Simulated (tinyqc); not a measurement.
Deep-level transient spectroscopy: two steps of the calculation.

Schottky contact on an n-type layer with shallow donors Nd (all ionised) and a donor-like deep trap, neutral when filled and positive when empty; depletion approximation. Traps within lam of the depletion edge stay filled. A long pulse to Vp fills the traps beyond x1 = Wp - lam; back at Vr those between x1 and x2 = Wr - lam emit. A rate window reads S = C(t2) - C(t1).

Inputs (values chosen for the exercise); material values close to those of gallium arsenide:

| symbol | value | unit | meaning |
|---|---|---|---|
| eps_r | 13 |  | relative permittivity |
| Nc | 4.43e17 | cm^-3 | conduction-band density of states at 300 K |
| vth | 4.3e7 | cm/s | thermal velocity at 300 K |
| Nd | 2.2e16 | cm^-3 | shallow donor density |
| Vbi | 0.7 | V | built-in voltage |
| Et | 0.12 | eV | depth of the trap below the conduction edge |
| sn | 2e-14 | cm^2 | capture cross-section |
| Nt | 2.4e14 | cm^-3 | trap density |
| Vr | 5.5 | V | reverse bias |
| Vp | 0.7 | V | reverse bias during the filling pulse |
| t1 | 0.2 | ms | first sampling time |
| t2 | 2 | ms | second sampling time |
| T | 86 | K | temperature of the transient |

Constants: q = 1.602176634e-19 C, kB = 1.380649e-23 J/K, eps0 = 8.8541878128e-14 F/cm where lengths are in cm. Results are converted to the units shown.

Task 1. Emission rate and rate window. Emission rate en = sn vth(T) Nc(T) exp(-Et/kB T) = sn g T^2 exp(-Et/kB T), g = vth Nc/(300 K)^2, as vth goes as T^0.5 and Nc as T^1.5 (degeneracy factor 1). For an exponential transient S peaks where en = ew = ln(t2/t1)/(t2 - t1).

Find: g; en; 1/en; ew.

Result 1.

g = 2.117e20 cm^-2 s^-1 K^-2
en = 2907 1/s
1/en = 0.3440 ms
ew = 1279 1/s

Task 2. Widths. lam = sqrt(2 eps0 eps_r (EF - ET)/(q Nd)), EF - ET = Et - (kB T/q) ln(Nc(T)/Nd), Nc(T) = Nc (T/300 K)^1.5. In the steady state at the band bending V, 2 eps0 eps_r V/q = Nd W^2 + Nt (W - lam)^2 (the second term only if W > lam). V = Vbi + Vr gives Wr and V = Vbi + Vp gives Wp; x1 = max(Wp - lam, 0).

Wanted: lam; Wr; Wp; x1; x2; G = (x2^2 - x1^2)/Wr^2.

Result 2.

lam = 85.389 nm
Wr = 633.76 nm
Wp = 301.54 nm
x1 = 216.15 nm
x2 = 548.37 nm
G = (x2^2 - x1^2)/Wr^2 = 0.63236

Program tinyqc, `OMP_NUM_THREADS=1 python tinyqc.py 2050076 2050077 out.jsonl`; Intel Xeon 2.30GHz, shared host, one thread, about 0.01 s.
